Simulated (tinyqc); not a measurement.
Donor binding, ionisation and the Mott limit: ionisation against doping.

Hydrogenic donor: Ry = (m0 q^3/(8 eps0^2 h^2)) me/eps_r^2 in eV, E0 = cc Ry, radius a = q/(8 pi eps0 eps_r E0), Mott density Nm = (0.26/a)^3. Below Nm the level sinks as Ed = E0 [1 - (N/Nm)^(1/3)]. Neutrality: Nc F12(eta) = N/(1 + 2 exp(eta + Ed/kB T)), F12(x) = (2/sqrt(pi)) int_0^infinity sqrt(u)/(1 + exp(u - x)) du.

The neutrality equation is solved with F12 in each row.

Parameters, values chosen for the exercise; band and dielectric values close to those of silicon: temperature T = 100 K; relative permittivity eps_r = 11.8; mass in the hydrogenic formula, set independently of Nc me = 0.261 m0; conduction-band density of states at 100 K Nc = 5.45e18 cm^-3; ratio of the true binding energy to the hydrogenic one cc = 1.

Constants: q = 1.602176634e-19 C, kB = 1.380649e-23 J/K, eps0 = 8.8541878128e-12 F/m, h = 6.62607015e-34 J s, m0 = 9.1093837015e-31 kg, Vt = kB T/q. Results are converted to the units shown.

Ionisation against doping:
```
N (cm^-3)	N/Nm	Ed (meV)	ionised (%)	ionised with Ed = E0 (%)
8e14	6.233e-4	23.32	99.56	99.44
2.2e15	0.001714	22.45	98.93	98.49
6e15	0.004675	21.24	97.54	96.08
1.6e16	0.01247	19.59	94.86	90.68
4.5e16	0.03506	17.16	90.15	79.71
1.2e17	0.09350	13.93	84.18	64.49
3.4e17	0.2649	9.124	77.83	46.78
9.3e17	0.7246	2.597	73.76	31.86
```

The ionised share falls from 99.6 to 73.8 %, against 99.4 to 31.9 % for a fixed level: a higher density raises EF against the level, which fills more donors, while the sinking Ed works the other way.

Range of the model: A sharp level with degeneracy 2 overstates freeze-out near Nm, where the impurity band broadens and merges with the conduction band.

Program tinyqc, `OMP_NUM_THREADS=1 python tinyqc.py 2330112 2330113 out.jsonl`; Intel Xeon 2.30GHz, shared host, one thread, about 0.01 s.
